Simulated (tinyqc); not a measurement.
# Trap density from one capacitance

Inverse problem. Traps spread evenly through the insulator exchange electrons with the semiconductor by tunnelling, with tau(x) = t0 exp(2 ka x) at depth x from the interface. The admittance per area Y seen at depth x obeys dY/dx = -Y^2/(i w eps0 eox) + q Nb ln(1 + i w tau)/tau, with Y(0) = i w Cs and w = 2 pi f; the gate sees Y(tox) = G + i w C. Working variable y = Y/(i w), in uF/cm^2. Cox = eps0 eox/tox. Find Nb and G/w.

Parameters, values chosen for the exercise: relative permittivity of the insulator eox = 8.26; insulator thickness tox = 6.7 nm; semiconductor capacitance in accumulation Cs = 2.9 uF/cm^2; decay constant of the wave function in the insulator ka = 3.3 1/nm; time constant of a trap at the interface t0 = 9e-11 s; frequency f = 1000 Hz.

Constants: q = 1.602176634e-19 C, eps0 = 8.8541878128e-14 F/cm where lengths are in cm. Results are converted to the units shown.

C = 0.83065795 uF/cm^2

Answer. C rises steadily with Nb, so one density matches; in practice ka and t0 must come from the frequency dependence.

Nb = 6.40e18 cm^-3 eV^-1
G/w = 0.00622 uF/cm^2

Computed by the program tinyqc: `OMP_NUM_THREADS=1 python tinyqc.py 2202058 2202059 out.jsonl`, one thread of a shared Intel Xeon 2.30GHz, about 0.4 s for the whole run.
